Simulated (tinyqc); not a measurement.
Inside a calculation. Model: read current of a NAND string, cells in series solved by shooting.

tinyqc, about 0.5 s, one thread, Intel Xeon 2.30GHz (shared host): `OMP_NUM_THREADS=1 python tinyqc.py 2142087 2142088 out.jsonl` Printed values are rounded.

Cells in series, numbered from 0 at the source line (0 V) to the bit line, each followed by a gap resistance Rg. A cell with gate Vg, threshold VT, source Vs and drain Vd passes I = 2 nf K Vt^2 [F(Vs) - F(Vd)]/(1 + th max(Vg - VT, 0)), F(V) = ln^2(1 + exp((Vg - VT - nf V)/(2 nf Vt))). The selected cell has Vg = Vr, the others Vg = Vp.

Inputs (values chosen for the exercise); values of the order met in vertical NAND strings: temperature T = 358 K; gain factor of a cell K = 11 uA/V^2; slope factor nf = 1.3; mobility reduction factor th = 0.16 1/V; resistance of the gap between cells Rg = 5.6 kohm; bit-line voltage Vbl = 0.4 V; pass voltage Vp = 6.4 V; read voltage on the selected word line Vr = 3.19 V.

Constants: q = 1.602176634e-19 C, kB = 1.380649e-23 J/K, Vt = kB T/q. Results are converted to the units shown.

## Step 1: node voltages for a trial current

first trial current = 0.48 uA
thresholds from the source end, cell 0 to 4 (V): 4.3  -2  4.3  2.5  4.3

For a trial current I start at 0 V and, cell by cell (the selected one is cell 3), solve for the drain: sqrt(F(Vd)) = sqrt(F(Vs) - I/k), k = 2 nf K Vt^2/(1 + th max(Vg - VT, 0)), Vd = [Vg - VT - 2 nf Vt ln(exp(sqrt F) - 1)]/nf, then add I Rg.

node voltage after each cell and gap, trial 1, cell 0 to 4 (V): 0.0306918  0.0456262  0.0771469  0.171326  0.205410

## Step 2: node voltages for a trial current

second trial current = 0.71 uA

As before.

node voltage after each cell and gap, trial 2, cell 0 to 4 (V): 0.0455748  0.0677157  0.115162  0.285773  0.340611

## Course of the secant iteration

Secant steps on the end voltage less Vbl, from the two trials; a trial above the saturation current of a cell has no solution and is moved halfway to the previous trial. Stop below 1e-9 V.

Course of the iteration:
```
iteration    I (uA)  end voltage - Vbl (V)  halvings
1          0.811031                 0.0231         0
2          0.782777               -2.83e-3         0
3          0.785862               -1.38e-4         0
4          0.786021                8.24e-7         0
5          0.786020              -2.40e-10         0
```

Converged in 5 iterations to I = 0.78602 uA. The selected cell takes 51.1 % of the bit-line voltage and the gaps together 5.50 %.
